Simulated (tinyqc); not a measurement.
From results back to parameters: donor level screened by free carriers (Yukawa potential). Five cases, with inputs chosen for the exercise.

Problem. With Debye screening alone, ks^2 = 4 pi q n/(eps kB T), 1e18/cm^3 = 1e-6/angstrom^3. The converged binding was computed from a hidden density.

Potential -(q/(eps r)) exp(-ks r), q = e^2/(4 pi eps0). In units Ry* = Ry m/eps^2 and a* = a0 eps/m the problem is [-Laplacian - 2 exp(-x r)/r] psi = E psi with x = ks a*.

Converged values use 18 functions exp(-z r), z = 1.55^i, i = -11 to 6: S = 2/A^3, H = z_i z_j S - 2/(A + x)^2, A = z_i + z_j.

Constants: e^2/(4 pi eps0) = 14.39964547 eV angstrom; kB = 8.617333262e-05 eV/K.

Case 1.

Values chosen (out of a larger set: near those of a donor in GaN, with one mean mass; not measured data): eps = 9.4 (dielectric constant); T = 400 K (temperature).

Ry* = 31.258 meV
a* = 24.50 angstrom
binding = 5.8463 meV

Case 2.

Values chosen (out of a larger set: near those of a donor in Si, with one mean mass; not measured data): eps = 11.9 (dielectric constant); T = 400 K (temperature).

Ry* = 30.841 meV
a* = 19.62 angstrom
binding = 24.1264 meV

Case 3.

Values chosen (out of a larger set: near those of a donor in Ge, with one mean mass; not measured data): eps = 16 (dielectric constant); T = 300 K (temperature).

Ry* = 9.407 meV
a* = 47.84 angstrom
binding = 1.8789 meV

Case 4.

Values chosen (out of a larger set: near those of a donor in Si, with one mean mass; not measured data): eps = 11.9 (dielectric constant); T = 300 K (temperature).

Ry* = 30.553 meV
a* = 19.80 angstrom
binding = 4.4653 meV

Case 5.

Values chosen (out of a larger set: near those of a donor in Ge, with one mean mass; not measured data): eps = 16.4 (dielectric constant); T = 300 K (temperature).

Ry* = 9.004 meV
a* = 48.76 angstrom
binding = 1.6171 meV

Find: x; n.

Solution. The binding in Ry* falls steadily with x, so bisection gives x; then n = (x/a*)^2 eps kB T/(4 pi q).

Case 1.

x = 0.634
n = 1.2 x 1e18/cm^3

Case 2.

x = 0.119
n = 0.083 x 1e18/cm^3

Case 3.

x = 0.617
n = 0.38 x 1e18/cm^3

Case 4.

x = 0.696
n = 2.1 x 1e18/cm^3

Case 5.

x = 0.645
n = 0.41 x 1e18/cm^3

Computed by tinyqc, one run a case: `OMP_NUM_THREADS=1 python tinyqc.py N N+1 out.jsonl` with N = 1250377, 1250438, 1250452, 1250465, 1250471; one thread of a shared Intel(R) Xeon(R) Processor @ 2.30GHz, about 0.01 s a run at most.
